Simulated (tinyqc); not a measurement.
From results back to parameters: band folding and unfolding in a supercell of a chain. Three cases, with inputs chosen for the exercise.

Problem. A chain with hopping -t and site energies alternating +V, -V has E = -/+ sqrt(V^2 + 4 t^2 cos^2(ka)); the lower state has weight (1 + 2t cos(ka)/|E|)/2 on k and the rest on k + pi/a. The gap at ka = pi/2 and the full spread at k = 0 come from hidden t and V.

Case 1.

values (eV): gap 0.50000, spread at k = 0 6.81836

Case 2.

values (eV): gap 1.04000, spread at k = 0 5.97126

Case 3.

values (eV): gap 0.76000, spread at k = 0 3.75766

Find: V, t; weight of the lowest state on k = 0.

Solution. The gap is 2V and the spread 2 sqrt(V^2 + 4t^2).

Case 1.

V, t (eV): 0.250  1.700

weight of the lowest state on k = 0 = 0.9987

Case 2.

V, t (eV): 0.520  1.470

weight of the lowest state on k = 0 = 0.9924

Case 3.

V, t (eV): 0.380  0.920

weight of the lowest state on k = 0 = 0.9897

Computed by tinyqc, one run a case: `OMP_NUM_THREADS=1 python tinyqc.py N N+1 out.jsonl` with N = 1452597, 1452654, 1452731; one thread of a shared Intel(R) Xeon(R) Processor @ 2.30GHz, about 0.01 s a run at most.
